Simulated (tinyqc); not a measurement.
# Octagonal on-chip spiral inductor, lumped pi model, step by step

tinyqc, about 0.01 s, one thread, Intel Xeon 2.30GHz (shared host): `OMP_NUM_THREADS=1 python tinyqc.py 2302144 2302145 out.jsonl` Printed values are rounded.

Outer diameter do = di + 2 n wd + 2 (n - 1) sp, mean da = (do + di)/2, fill p = (do - di)/(do + di), length l = 3.314 n da. L = 2.25 mu0 n^2 da/(1 + 3.55 p), mu0 = 4 pi 1e-7 H/m. Rs = rho l/(wd delta (1 - exp(-th/delta))), delta = sqrt(rho/(pi f mu0)). Cs = n wd^2 eps0 eo/hu across the coil. At each end Cox = l wd eps0 eo/(2 ho) leads to the substrate branch Rsi = 2 rs he/(l wd) in parallel with Csi = l wd eps0 11.7/(2 he). With one end grounded Y = 1/(Rs + i w L) + i w Cs + 1/[1/(i w Cox) + 1/(1/Rsi + i w Csi)], w = 2 pi f; Q = -Im Y/Re Y. Eddy currents in neighbouring turns and in the substrate are left out.

Parameters, values chosen for the exercise; values of the order met in silicon radio-frequency processes:
- n = 1.5 (number of turns)
- wd = 15 um (line width)
- sp = 2 um (space between turns)
- di = 40 um (inner diameter)
- th = 3.4 um (metal thickness)
- rho = 2.2 uohm cm (metal resistivity)
- ho = 8.5 um (oxide below the coil)
- hu = 1.4 um (oxide between coil and underpass)
- eo = 3 (relative permittivity of the oxide)
- rs = 20 ohm cm (substrate resistivity)
- he = 50 um (effective spreading depth in the substrate)
- f = 3.9 GHz (frequency)

Constants: eps0 = 8.8541878128e-12 F/m. Results are converted to the units shown.

## Geometry and model elements

do, l, L, delta, Rs, Cs, Cox, Rsi and Csi as defined.

do = 87 um
l = 315.659 um
L = 0.174593 nH
delta = 1.19536 um
Rs = 0.411224 ohm
Cs = 6.40348 fF
Cox = 7.39826 fF
Rsi = 4223.97 ohm
Csi = 4.90505 fF

Rs is 3.02 times the direct-current value in this empirical form, which overstates the skin effect of a flat slab when delta is near th and so stands in for some current crowding.

## Admittance, quality factor and apparent inductance

Series branch 1/(Rs + i w L), substrate branch, total Y, Q = -Im Y/Re Y, apparent inductance Im(1/Y)/w, metal-only value w L/Rs, share of the loss in the substrate Re(substrate branch)/Re Y.

series branch = 22.261-231.598i mS
substrate branch = 0.052952+0.113857i mS
Y = 22.314-231.327i mS
Q = 10.3670
apparent inductance = 0.174786 nH
w L/Rs = 10.4038
share of the loss in the substrate = 0.237306 %

Q is 99.6 % of the metal-only value.
